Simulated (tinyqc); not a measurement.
Band folding and unfolding in a supercell of a chain: one step. Levels and unfolding weights.

A chain with hopping -t and n = 5 sites a supercell. H(K) has v_j on the diagonal, -t between neighbours and -t exp(2 pi i K) on the bond that closes the cell (from the last site to the first of the next cell). The point K holds the n wave vectors k_m = (K + m)/n of the primitive zone, in 2 pi/a, m = 0 to n - 1, with E0 = -2t cos(2 pi k_m). The unfolding weight of a state c on k_m is |sum_j c_j exp(-2 pi i k_m j)|^2/n, j = 0 to n - 1.

Parameters, chosen for this exercise: Kq = 0.22 2 pi/(n a) (wave vector in the small zone).

H (eV):
```
                     1          2          3          4                    5
1            -0.470000  -0.950000          0          0  -0.178012+0.933173i
2            -0.950000   0.470000  -0.950000          0                    0
3                    0  -0.950000   0.470000  -0.950000                    0
4                    0          0  -0.950000   0.470000            -0.950000
5  -0.178012-0.933173i          0          0  -0.950000             0.470000
```

Task: Diagonalise and project each state on the k_m.

Give: levels; weights.

Result:

levels (eV): -1.6574  -0.7723  0.2308  1.4718  2.1370

weights:
```
     level 1  level 2  level 3  level 4  level 5
m=0    0.898    0.087    0.010    0.003    0.001
m=1    0.019    0.022    0.931    0.024    0.004
m=2    0.005    0.003    0.006    0.045    0.940
m=3    0.007    0.005    0.013    0.922    0.053
m=4    0.070    0.882    0.039    0.006    0.002
```

The purest state keeps 94.0 % on one k and the most mixed (level 2) 88.2 %; rows and columns each add to one.

(tinyqc, `OMP_NUM_THREADS=1 python tinyqc.py 1481596 1481597 out.jsonl`, Intel(R) Xeon(R) Processor @ 2.30GHz, 1 thread, shared host, about 0.01 s.)
